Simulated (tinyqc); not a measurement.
# From solubility limit x1 back to temperature T

Model: regular and subregular solution with a miscibility gap. Computed by tinyqc, a small Python program. Command: `OMP_NUM_THREADS=1 python tinyqc.py 3020702 3020703 out.jsonl regsol inv`. One thread of a shared host (Intel(R) Xeon(R) Processor @ 2.30GHz), about 0.03 s of CPU time with the checks.

Per mole of mixing sites: G(x) = x (1 - x) [L0 + L1 (1 - 2x)] + R T [x ln x + (1 - x) ln(1 - x)], x the fraction of B.

Inputs (values chosen for the exercise, modelled on Ga(1-x)In(x)P):
```
quantity,value,unit
lattice constant a_A,5.451,angstrom
lattice constant a_B,5.869,angstrom
constant K,47700,kJ angstrom^2.5/mol
asymmetry L1,1.8,kJ/mol
start value s0,0.01,-
```

Source of L0: delta-lattice-parameter rule.

Constants: R = 8.314462618 J/(mol K).

Method:
- A bonding enthalpy -K a^(-2.5) with a linear in x gives L0 = 4.375 K (a_A - a_B)^2/abar^4.5, abar the mean lattice constant; eta = (a_B - a_A)/abar.
- G' = L0 (1 - 2x) + L1 (1 - 6x + 6x^2) + R T ln[x/(1 - x)]; G'' = -2 L0 - 6 L1 (1 - 2x) + R T/[x (1 - x)].
- Common tangent: F1 = G'(x1) - G'(x2) = 0 and F2 = [G - x G'](x1) - [G - x G'](x2) = 0. Newton step: J = [[G''(x1), -G''(x2)], [-x1 G''(x1), x2 G''(x2)]], J dx = -F; a step that would leave 0 < x < 1 is halved until it stays inside. The start is x1 = s0, x2 = 1 - s0.
- Stop when the step is below 1e-12, or when x1 and x2 meet within 1e-5; residuals under 1e-7 are shown as 0.

Task: A run gave the result below. Find the temperature T, known to lie between 250 and 720 K.

solubility limit x1 = 0.01595245

Result:

Each step takes the trial c = (a f_b - b f_a)/(f_b - f_a), f being the result less the target and a, b, c the logarithms of the listed values; c replaces end b, the old b replaces a if the sign of f changed, and otherwise f_a is halved.

Scan of the range:
```
temperature T (K),solubility limit x1
250,3.20354e-04
298,1.18325e-03
356,3.63935e-03
424,9.42006e-03
506,2.19541e-02
604,4.73147e-02
720,9.78815e-02
```

False position (Illinois rule, in the logarithm of the input) inside the bracket:
```
step,end a,end b,trial,solubility limit x1
1,424.000,506.000,464.926,0.0148204
2,506.000,464.926,471.214,0.0157958
3,506.000,471.214,472.882,0.0160614
4,471.214,472.882,472.197,0.0159520
5,472.882,472.197,472.200,0.0159524
6,472.882,472.200,472.200,0.0159525
7,472.200,472.200,472.200,0.0159525
```

Solubility limit x1 rises at every point of a 13-point scan of the range (every second point is shown), so one value fits; it is bracketed by 424 and 506. Answer: temperature T = 472.2 K.
